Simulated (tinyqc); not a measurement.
Ideality, saturation current and resistance from three points.

Question. Well above the saturation current a diode obeys V = n Vt ln(I/I0) + I Rs. Find n, Rs and I0.

Inputs (values chosen for the exercise):
```
symbol,value,unit,meaning
T,450,K,temperature
```

Constants: q = 1.602176634e-19 C, kB = 1.380649e-23 J/K, Vt = kB T/q. Results are converted to the units shown.

currents (A): [5e-6, 0.0002, 0.04]
voltages (V): [0.67727261, 0.93861331, 1.5155271]

Answer. V is linear in the three unknowns n Vt, Rs and -n Vt ln I0, so three points give a linear system.

n = 1.820
Rs = 5.100 ohm
I0 = 3.400e-10 A

Program tinyqc, `OMP_NUM_THREADS=1 python tinyqc.py 2260025 2260026 out.jsonl`; Intel Xeon 2.30GHz, shared host, one thread, about 0.01 s.
